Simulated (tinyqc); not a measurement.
# Saddle-point parameters from gate and bias data

Inverse problem. In a saddle-point contact at zero temperature mu - V0 = al (Vg - Vp), riser n is centred where this equals wy (n + 1/2), its largest slope is dg/dmu = pi/(2 wx) (neighbouring modes neglected), and in bias spectroscopy neighbouring risers meet at q V = wy. Find al, Vp and wx.

gate voltages at the middle of the first and second risers (V): [-2.2398701, -2.1996104]
largest dg/dVg on a riser = 40.317106 1/V
bias at which two neighbouring risers meet = 3.1 mV

Answer. The bias gives wy, the gate spacing then gives al = wy/(Vg2 - Vg1), and the slope gives wx = al pi/(2 dg/dVg).

lever arm al = 0.07700 eV/V
Vp = -2.260 V
wx = 3.000 meV

tinyqc, about 0.04 s, one thread, Intel Xeon 2.30GHz (shared host): `OMP_NUM_THREADS=1 python tinyqc.py 2740030 2740031 out.jsonl`
